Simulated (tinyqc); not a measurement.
## Well width from the intersubband spacing

Question. In an empty well of width L and depth Vb, level k solves kw L/2 = (k - 1) pi/2 + arctan(sqrt((mw/mb)(Vb - E)/E)) with kw = sqrt(mw E/C), C = hbar^2/(2 m0). Find L, E1 and E2 from the spacing.

Parameters, values chosen for the exercise; material values close to those of GaN in AlGaN:
- mw = 0.199 m0 (mass along z in the well)
- mb = 0.244 m0 (mass along z in the barriers)
- Vb = 0.412 eV (barrier height)

Constants: q = 1.602176634e-19 C, hbar = 1.054571817e-34 J s, m0 = 9.1093837015e-31 kg, hbar^2/(2 m0) = 0.0380998212 eV nm^2. Results are converted to the units shown.

E2 - E1 = 18.053205 meV

Solution. Both levels are solved for trial widths until their difference matches. A second level is bound only for L above 2.14 nm, and over that range one width gives this spacing.

L = 16.2 nm
E1 = 6.02 meV
E2 = 24.1 meV

tinyqc, about 0.2 s, one thread, Intel Xeon 2.30GHz (shared host): `OMP_NUM_THREADS=1 python tinyqc.py 2140135 2140136 out.jsonl`
